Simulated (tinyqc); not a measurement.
## Thermal resistances of a two-die stack

Problem. Heat leaves through the lower die only, and the system is linear. Find the resistance R1 from the lower die to the coolant, R2 between the dies, and the rise of the upper die when both are powered.

Parameters, values chosen for the exercise:
```
symbol  value  unit                 meaning
P1         12     W  power of the lower die
P2         29     W  power of the upper die
```

rises of the lower and upper die with only the lower one powered (K): 4.08  4.08
rises of the lower and upper die with only the upper one powered (K): 9.86  13.34

Answer. With only the lower die powered no heat crosses R2, so both dies rise by P1 R1; the difference in the second test is P2 R2; rises add.

R1 = 0.3400 K/W
R2 = 0.1200 K/W
rise of the upper die = 17.42 K

Computed by the program tinyqc: `OMP_NUM_THREADS=1 python tinyqc.py 2162213 2162214 out.jsonl`, one thread of a shared Intel Xeon 2.30GHz, about 0.03 s for the whole run.
